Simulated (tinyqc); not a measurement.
Zener tunnelling in a reverse-biased junction, two-band WKB: effect of the doping Nd.

Abrupt p-n junction, depletion approximation. Energies E are counted from the conduction-band edge of the neutral n side; its Fermi level lies at dn, that of the p side at dn - V, and the valence-band edge of the neutral p side at Em = dn + dp - V. Tunnelling needs 0 < E < Em. Two-band dispersion with equal masses m: inside the gap kappa = sqrt(m u (1 - u/Eg)/C), u the distance from a band edge, C = hbar^2/(2 m0).

Nd = Nc F12(dn/Vt), Na = Nv F12(dp/Vt), F12(x) = (2/sqrt(pi)) int_0^infinity sqrt(u)/(1 + exp(u - x)) du; dn = EF - Ec on the n side, dp = Ev - EF on the p side (negative outside the bands); Vbi = Eg + dn + dp. W = sqrt(2 eps0 eps_r (Vbi - V)(1/Na + 1/Nd)/q), mean field F = (Vbi - V)/W, peak field 2 F. In a uniform field F the exponent is S = pi sqrt(m/C) Eg^1.5/(4 F). Transverse energy Et = C kt^2/m raises it to S (1 + 4 Et/Eg), so T = exp(-S) exp(-Et/Eb) with Eb = Eg/(4 S). KJ = (2 q^2/h) m/(4 pi C) (times 1e14 for A/cm^2 per eV^2). J = KJ exp(-S) Eb times the integral from 0 to Em of [f(E - dn) - f(E - dn + V)] [1 - exp(-min(E, Em - E)/Eb)] dE, f(x) = 1/(1 + exp(x/Vt)), with S and Eb from the mean field; J > 0 flows from p to n.

Values chosen for this exercise; band and dielectric values close to those of germanium:
- T = 300 K (temperature)
- Eg = 0.654 eV (band gap)
- eps_r = 15.8 (relative permittivity)
- Nc = 1.04e19 cm^-3 (conduction-band density of states at 300 K)
- Nv = 5.89e18 cm^-3 (valence-band density of states at 300 K)
- m = 0.056 m0 (band-edge mass of the two-band model)
- Na = 3.7e19 cm^-3 (acceptor density)
- V = -0.4 V (bias of the p side)

Constants: q = 1.602176634e-19 C, kB = 1.380649e-23 J/K, hbar = 1.054571817e-34 J s, h = 6.62607015e-34 J s, m0 = 9.1093837015e-31 kg, Vt = kB T/q, eps0 = 8.8541878128e-14 F/cm where lengths are in cm, hbar^2/(2 m0) = 0.0380998212 eV nm^2. Results are converted to the units shown.

Result of one run:
```
Vbi (V),mean field (MV/cm),S,J (A/cm^2)
0.7436,0.5644,8.923,-798.5
```

Which donor density Nd gave this result: 7.7e17, 1.8e18, 4.2e18 or 5.6e18 cm^-3?

Nd = 5.6e18 cm^-3.

The whole series:
```
Nd (cm^-3),Vbi (V),mean field (MV/cm),S,J (A/cm^2)
7.7e17,0.6880,0.2168,23.23,-1.685e-4
1e18,0.6950,0.2471,20.38,-0.003374
1.4e18,0.7041,0.2920,17.24,-0.09373
1.8e18,0.7109,0.3304,15.24,-0.7987
2.4e18,0.7189,0.3800,13.25,-6.809
3.2e18,0.7270,0.4360,11.55,-43.45
4.2e18,0.7349,0.4951,10.17,-198.6
5.6e18,0.7436,0.5644,8.923,-798.5
```

The mean field rises from 0.217 to 0.564 MV/cm, as Nd^(0.48), S falls from 23.2 to 8.92, and |J| rises from 1.69e-4 to 799 A/cm^2: 6.68 decades, of which exp(-S) accounts for 6.21.

Range of the model: The two-band model describes a direct gap; phonon-assisted tunnelling across an indirect gap is left out. Parabolic densities of states, no band tails and no gap narrowing, all of which matter at such doping.

Computed by the program tinyqc: `OMP_NUM_THREADS=1 python tinyqc.py 2620066 2620067 out.jsonl`, one thread of a shared Intel Xeon 2.30GHz, about 0.01 s for the whole run.
